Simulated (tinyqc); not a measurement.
From lone donors to an impurity band: impurity band of shallow donors (Hubbard estimate).

Constants: e^2/(4 pi eps0) = 14.39964547 eV angstrom.

Values chosen for the exercise (out of a larger set: near those of two donors in Si; not measured data): a = 18.4 angstrom (orbital radius); eps = 11.6 (dielectric constant); Ns = (0.029, 0.073, 0.17, 0.44, 1, 2.2, 4.4) x 1e18/cm^3 (donor densities).

Donors on a simple cubic lattice of spacing R = N^(-1/3) (1/angstrom^3 = 1e24/cm^3), Ha* = q/(eps a), q = e^2/(4 pi eps0), x = R/a. Hopping t = Ha* (1 + x) exp(-x), band width B = 12 t, on-site repulsion U = (5/8) Ha*; the gap closes near B/U = 1.15. Valley factors and disorder are left out.

Results:
```
N (1e18/cm^3)  R (angstrom)  N^(1/3) a   t (meV)   B (meV)       B/U
0.029                 325.5      0.057  2.62e-05  0.000314  7.45e-06
0.073                 239.3      0.077   0.00213    0.0255  0.000605
0.17                  180.5      0.102    0.0400     0.480    0.0114
0.44                  131.5      0.140     0.433      5.20     0.123
1.0                   100.0      0.184      1.89      22.7     0.539
4.4                    61.0      0.302      10.6       127      3.01
```

Give the missing row, N (1e18/cm^3) = 2.2.

Computed row:
```
N (1e18/cm^3)  R (angstrom)  N^(1/3) a  t (meV)  B (meV)   B/U
2.2                    76.9      0.239     5.35     64.2  1.52
```

B/U passes 1.15 between 1 and 2.2 x 1e18/cm^3; the root is x = 4.52, N^(1/3) a = 0.221, N = 1.7 x 1e18/cm^3, below the 2.8 that the empirical rule N^(1/3) a = 0.26 gives; the estimate is rough, since random positions, the overlap of the orbitals and screening are left out. While N grows by 152 times, t grows by 4.03e+05 times.

Run: tinyqc, `OMP_NUM_THREADS=1 python tinyqc.py 1280999 1281000 out.jsonl`; Intel(R) Xeon(R) Processor @ 2.30GHz, one thread, shared host; about 0.01 s of CPU time with all checks.
